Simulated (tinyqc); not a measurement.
From results back to parameters: band offset of a heterojunction with an interface dipole (two-band chains, self-consistent charge). Four cases, with inputs chosen for the exercise.

Problem. D0 is the offset of the mid-gaps without dipole, chi the charge moved per eV of offset and u the potential step per electron moved. In linear response the valence offset is S D0 - (G2 - G1)/2 with S = 1/(1 + u chi/2). Two interfaces between the same crystals differ in D0 by a known amount, as from a layer of fixed dipoles; their offsets come from hidden S and D0.

Find: S; D0 of the first; u.

Method. S is the change of the offset over the change of D0; then D0 = (offset + (G2 - G1)/2)/S and u = 2 (1/S - 1)/chi.

Case 1.

Values chosen (out of a larger set: gaps near those of GaN and AlN; the chains and D0 are free models, so the offsets are not those of the real pair; not measured data): G1 = 3.38 eV (gap on the left); G2 = 6.18 eV (gap on the right).

chi = 0.08844 1/eV

valence offsets (eV): first -1.88576, second -0.81856

D0(second) - D0(first) = 1.45 eV

Solution.

S = 0.736
D0 of the first = -0.66 eV
u = 8.1 eV

Case 2.

Values chosen (out of a larger set: gaps near those of InGaAs and InP; the chains and D0 are free models, so the offsets are not those of the real pair; not measured data): G1 = 0.75 eV (gap on the left); G2 = 1.28 eV (gap on the right).

chi = 0.52896 1/eV

valence offsets (eV): first -0.42348, second 0.06328

D0(second) - D0(first) = 0.86 eV

Solution.

S = 0.566
D0 of the first = -0.28 eV
u = 2.9 eV

Case 3.

Values chosen (out of a larger set: gaps near those of SiC and SiO2; the chains and D0 are free models, so the offsets are not those of the real pair; not measured data): G1 = 3.05 eV (gap on the left); G2 = 9.3 eV (gap on the right).

chi = 0.06056 1/eV

valence offsets (eV): first -3.52779, second -2.50796

D0(second) - D0(first) = 1.19 eV

Solution.

S = 0.857
D0 of the first = -0.47 eV
u = 5.5 eV

Case 4.

Values chosen (out of a larger set: gaps near those of SiC and SiO2; the chains and D0 are free models, so the offsets are not those of the real pair; not measured data): G1 = 3.26 eV (gap on the left); G2 = 9.07 eV (gap on the right).

chi = 0.06612 1/eV

valence offsets (eV): first -3.24817, second -2.25214

D0(second) - D0(first) = 1.19 eV

Solution.

S = 0.837
D0 of the first = -0.41 eV
u = 5.9 eV

Computed by tinyqc, one run a case: `OMP_NUM_THREADS=1 python tinyqc.py N N+1 out.jsonl` with N = 1451354, 1451355, 1451390, 1451440; one thread of a shared Intel(R) Xeon(R) Processor @ 2.30GHz, about 0.5 s a run at most.
